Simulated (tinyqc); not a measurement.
Gas flow in a process chamber: flow regimes, conductance, effective pumping speed, pump-down, outgassing and purge: one step, computed by the program tinyqc. Command: `OMP_NUM_THREADS=1 python tinyqc.py 3120132 3120133 out.jsonl pump walk`. One thread of a shared host (Intel(R) Xeon(R) Processor @ 2.30GHz), about 0.06 s of CPU time with the checks.

Ideal gas, isothermal flow, a pump of constant speed at the end of a round pipe; process gas, volume gas and outgassing are given the same properties. 1 sccm = 101325 Pa x 1e-6 m^3/60 s x T/273.15 K.

Task: Time to base pressure. From the outgassing limit: t = 1 h x (q_1 A/(S_eff p_target))^(1/n) - 10 s; monolayer time at the target = 1e19 m^-2 x 4 k_B T/(p c) for unit sticking.

Inputs (values chosen for the exercise, modelled on hydrogen near room temperature): temperature T = 350 K; wall area = 1.4 m^2; outgassing rate after 1 h = 1.6e-06 Pa m^3/(s m^2); outgassing exponent n = 1.1; target base pressure = 6e-05 Pa.

S_eff in molecular flow = 23.10746 L/s

mean speed c = 1917.237 m/s

Constants: k_B = 1.380649e-23 J/K.

Give: time to the target; monolayer time.

Result:

time to the target = 1.544 h

monolayer time = 1.680 s
